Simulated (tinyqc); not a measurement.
# Signal and retention of a DRAM cell: effect of the cell capacitance

A stored one starts at Vd and leaks: Cs dV/dt = -I(V), I = a sqrt((V + Vb)/(Vd + Vb)) + b, with a = Ig exp[-(Eg1 q/kB)(1/T - 1/T0)] (generation in a depletion layer) and b = Is exp[-(Es q/kB)(1/T - 1/T0)]. The bit line is precharged to Vd/2, and charge sharing gives the signal (V - Vd/2) Cs/(Cs + Cb).

The cell fails below Vc = Vd/2 + dm (Cs + Cb)/Cs. With s = sqrt((Vc + Vb)/(Vd + Vb)), the time from Vd to Vc is t = [2 Cs (Vd + Vb)/a] [1 - s - (b/a) ln((a + b)/(a s + b))]. This time is the median of a log-normal spread: failing cells = Nc erfc(z/sqrt 2)/2, z = ln(t/tr)/sg.

Parameters, values chosen for the exercise:

| symbol | value | unit | meaning |
|---|---|---|---|
| Vd | 1.1 | V | array voltage |
| Cb | 29 | fF | bit-line capacitance |
| dm | 48 | mV | smallest signal that the sense amplifier resolves |
| Vb | 1.41 | V | built-in plus back-bias voltage of the storage junction |
| Ig | 0.85 | fA | junction leakage at V = Vd and T0 |
| Is | 0.13 | fA | voltage-independent leakage at T0 |
| Es | 0.4 | eV | activation energy of Is |
| T0 | 358 | K | reference temperature |
| T | 368 | K | temperature |
| sg | 0.67 |  | deviation of ln(retention time) over the cells |
| Nc | 8.59e9 |  | cells |
| tr | 64 | ms | refresh interval |
| Eg1 | 0.52 | eV | activation energy of Ig |

Constants: q = 1.602176634e-19 C, kB = 1.380649e-23 J/K. Results are converted to the units shown.

Results:
```
Cs (fF)  Vc (V)  retention time (s)  failing cells
4        0.9460              0.4085        2.432e7
8        0.7720               1.769           3121
12       0.7140               3.140          26.71
20       0.6676               5.890        0.06374
24       0.6560               7.266       0.007008
28       0.6477               8.642       0.001051
32       0.6415               10.02       1.983e-4
```

Estimate the missing row, Cs = 16 fF.

Computed row:
```
Cs (fF)  Vc (V)  retention time (s)  failing cells
16       0.6850               4.515         0.9098
```

With this row back in the table: The retention time rises from 0.409 to 10.0 s, as Cs^(2.11) between the first two rows and Cs^(1.11) between the last two: faster than Cs, because the margin Vd - Vc grows too. It vanishes at Cs = 2.77 fF, where even a fresh one gives only dm.

Range of the model: Real arrays also hold a tail of unusually leaky cells and cells whose retention varies in time, which this model lacks.

Computed by the program tinyqc: `OMP_NUM_THREADS=1 python tinyqc.py 2130046 2130047 out.jsonl`, one thread of a shared Intel Xeon 2.30GHz, about 0.01 s for the whole run.
